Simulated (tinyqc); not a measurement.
Inside a calculation. Method: MP2 on RHF in the sto-3g basis, for H6, spin multiplicity 1. One step of it, computed by the program tinyqc.

Task: Orthogonalisation. S = U s U^T; symmetric (Loewdin) form X = U s^(-1/2) U^T, so that X^T S X = 1.

overlap S:
```
          1H 1s     2H 1s     3H 1s     4H 1s     5H 1s     6H 1s
1H 1s  1.000000  0.557187  0.122582  0.023260  0.001925  0.000161
2H 1s  0.557187  1.000000  0.448963  0.122382  0.015837  0.001925
3H 1s  0.122582  0.448963  1.000000  0.556564  0.122382  0.023260
4H 1s  0.023260  0.122382  0.556564  1.000000  0.448963  0.122582
5H 1s  0.001925  0.015837  0.122382  0.448963  1.000000  0.557187
6H 1s  0.000161  0.001925  0.023260  0.122582  0.557187  1.000000
```

Give: eigenvalues of S; X.

Result:

eigenvalues of S: 0.240  0.359  0.563  1.115  1.625  2.098

X:
```
        1H 1s   2H 1s   3H 1s   4H 1s   5H 1s   6H 1s
1H 1s   1.161  -0.382   0.065  -0.014   0.002  -0.001
2H 1s  -0.382   1.281  -0.333   0.070  -0.010   0.002
3H 1s   0.065  -0.333   1.291  -0.416   0.070  -0.014
4H 1s  -0.014   0.070  -0.416   1.291  -0.333   0.065
5H 1s   0.002  -0.010   0.070  -0.333   1.281  -0.382
6H 1s  -0.001   0.002  -0.014   0.065  -0.382   1.161
```
